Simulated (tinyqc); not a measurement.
# Single-domain magnet: Stoner-Wohlfarth switching, Neel-Arrhenius retention, LLG dynamics and spin torque, step by step

A worked calculation. Computed by tinyqc, a small Python program that keeps every step. Command: `OMP_NUM_THREADS=1 python tinyqc.py 3017875 3017876 out.jsonl macro walk`. One thread of a shared host (Intel(R) Xeon(R) Processor @ 2.30GHz), about 0.07 s of CPU time with the checks. Intermediate numbers are printed to about 7 digits and carried at full precision; extremes and crossings named in words are read from the listed rows.

The moment is uniform, with unit vector m; z is the easy axis. mu_0 = 1.25663706212e-6 T m/A, gamma = 1.76085963023e11 rad/(s T).

Inputs (values chosen for the exercise, for a model magnet): saturation magnetisation M_s = 683 kA/m; diameter d = 41 nm; thickness t = 1.8 nm; interface anisotropy K_i = 0.681 mJ/m^2; bulk anisotropy K_u = 39 kJ/m^3; exchange stiffness A = 14 pJ/m; temperature T = 250 K; attempt frequency f0 = 2 GHz; field angle psi from the easy axis = 15 degrees; reversing field h = H/H_K = 0.17; waiting time t_w = 0.001 s; damping alpha = 0.023; spin-torque efficiency eta = 0.71; drive I/I_c0 = 1.4; time step times gamma mu_0 H_K = 0.08.

Shape: thin disc, easy axis normal to it.

Constants: k_B = 1.380649e-23 J/K; e = 1.602176634e-19 C; hbar = 1.054571817e-34 J s.

## Effective anisotropy

The disc is treated as an oblate spheroid with p = t/d: N_z = [1 - p arccos(p)/sqrt(1 - p^2)]/(1 - p^2); V = pi d^2 t/4; K_eff = K_u + K_i/t + K_shape, K_shape = -(mu_0 M_s^2/4)(3 N_z - 1); mu_0 H_K = 2 K_eff/M_s.

demagnetising factor N_z = 0.9347031

volume V = 2376.458 nm^3

K_shape = -264.3956 kJ/m^3

K_eff = 152.9378 kJ/m^3

anisotropy field mu_0 H_K = 0.4478412 T

Shape works against the easy axis and takes 63 % of the other terms. Caution: a flat cylinder has a smaller N_z than the spheroid of the same t/d, so K_eff of a real disc is larger.

## Retention at zero field

Delta = K_eff V/(k_B T); tau = exp(Delta)/f0; probability of a flip within t_w: P = 1 - exp(-t_w/tau). Wall width parameter sqrt(A/K_eff); a two-domain state costs 4 sqrt(A K_eff) times the cross-section that the wall cuts (d t).

stability factor Delta = 105.2984

log10 of tau in s = 36.42947

probability of a flip = 3.719932e-40

wall parameter = 9.567680 nm

barrier of the wall path / k_B T = 125.1453

Ten years (3.15e8 s) need Delta > 41.0 for tau alone; this element has 105.3. Coherent rotation is the cheaper path.

## Barrier in a tilted field

Energy over K_eff V: e(theta) = sin^2(theta) + 2 h cos(theta - psi) for m at the angle theta from +z and a field that points at psi from -z (it pulls m away from +z towards negative theta); h_sw = (cos^(2/3) psi + sin^(2/3) psi)^(-3/2). The metastable minimum and the saddle are the two roots of e'(theta) = sin(2 theta) - 2 h sin(theta - psi) on either side of theta_c = -arctan(tan^(1/3) psi).

switching field h_sw = 0.6146585

minimum theta = -3.018483 degrees

saddle theta = -80.10260 degrees

barrier / (K_eff V) = 0.6141181

barrier / (k_B T) = 64.66563

The form (1 - h/h_sw)^n reproduces this barrier with n = 1.506; n is 2 for a field on the axis, and the approach to h_sw has the exponent 3/2 off the axis.

## Switching field against angle and time

Switching field at T: the h at which the exact barrier equals ln(f0 t_w/ln 2) k_B T (0 if the zero-field barrier is lower). Sharrock form: h_sw [1 - (ln(f0 t_w/ln 2)/Delta)^(1/n)], n = 0.86 + 1.14 h_sw.

Fields over H_K:
```
psi (degrees)  h_sw at T = 0  thermal, exact barrier  thermal, Sharrock form
1                  0.9070741               0.6029585               0.5843037
10                 0.6738054               0.4847237               0.4712749
20                 0.5736493               0.4202331               0.4161670
30                 0.5240165               0.3865741               0.3872015
45                 0.5000000               0.3699676               0.3727691
60                 0.5240165               0.3865741               0.3872015
75                 0.6146585               0.4472626               0.4392559
89                 0.9070741               0.6029585               0.5843037
```

At T = 0 the field is least at 45 degrees, H_K/2, and symmetric about it. Thermal help lowers it to 66 % at 1 degree and 74 % at 45 degrees; the Sharrock form misses the exact barrier by at most about 0.019 H_K, at psi = 1 (and its mirror angle).

## Spin-transfer switching

For axial symmetry and a polariser along z: I_c0 = (4 e alpha/(hbar eta)) K_eff V; relaxation time tau_D = (1 + alpha^2)/(alpha gamma mu_0 H_K); thermal start angle theta_0 = 1/sqrt(2 Delta); switching time about tau_D ln(pi/(2 theta_0))/(I/I_c0 - 1); precession frequency gamma mu_0 H_K/(2 pi (1 + alpha^2)).

critical current I_c0 = 71.54983 microampere

Delta/I_c0 = 1.471679 1/microampere

tau_D = 0.5516365 ns

switching time, estimate = 4.311805 ns

precession frequency = 12.54409 GHz

## One LLG step

In the time s = gamma mu_0 H_K t: (1 + alpha^2) dm/ds = -m x b - alpha m x (m x b) + a [m x (m x z) - alpha m x z], b = m_z z, a = alpha I/I_c0; Heun steps (Euler predictor, mean of the two slopes) without renormalising; start m = (sin theta_0, 0, cos theta_0), theta_0 = 1/sqrt(2 Delta).

m at the start: [0.0688542, 0.0000000, 0.9976267]

first slope: [0.00063537, 0.06870544, -0.00004385]

predictor: [0.0689050, 0.0054964, 0.9976232]

second slope: [-0.00484870, 0.06880664, -0.00004420]

m after the step: [0.0686857, 0.0055005, 0.9976232]

## Exact time to the equator

The polar equation dm_z/dt = -(1 - m_z^2)(i - m_z)/tau_D, i = I/I_c0, integrates to t = tau_D [F(cos theta_0) - F(0)], F(z) = -ln(1 - z)/(2 (i - 1)) + ln(1 + z)/(2 (i + 1)) + ln(i - z)/(i^2 - 1), theta_0 = 1/sqrt(2 Delta).

time to m_z = 0 = 3.530319 ns

The linear estimate is 1.22 times this.

## The trajectory

Run until m_z <= 0 (time by linear interpolation), |m|^2 leaves 1 by more than 1, or three exact times have passed; the run counts as sound if the time is within 3 % of the exact one.

Every few steps:
```
step    t (ns)         m_x         m_y         m_z       |m|
0     0.000000   0.0688542   0.0000000   0.9976267  1.000000
348   0.353037  -0.0789558   0.0416702   0.9960178  1.000011
696   0.706074   0.0596124  -0.0993345   0.9932962  1.000029
1044  1.059111   0.0156813   0.1497086   0.9886660  1.000059
1392  1.412149  -0.1560172  -0.1186713   0.9807113  1.000109
1740  1.765186   0.2292857  -0.1143440   0.9668171  1.000191
2088  2.118223   0.1704605   0.2906974   0.9418484  1.000320
2436  2.471260  -0.0019711   0.4477965   0.8947081  1.000514
2784  2.824297   0.5923575   0.1199960   0.7976523  1.000767
3132  3.177334   0.5383156   0.6257952   0.5661809  1.000982
3457  3.507039  -0.9956621   0.1033766  -0.0024877  1.001017
```

time to m_z = 0 by the steps = 3.506061 ns

largest drift of |m| = 0.001017426

The steps give 0.9931 of the exact time, with |m| kept to 0.0010.

Checks made by the program: the barrier at psi -> 0 against (1 - h)^2 (relative difference 5e-08); the closed form against quadrature (relative difference below 1e-10).
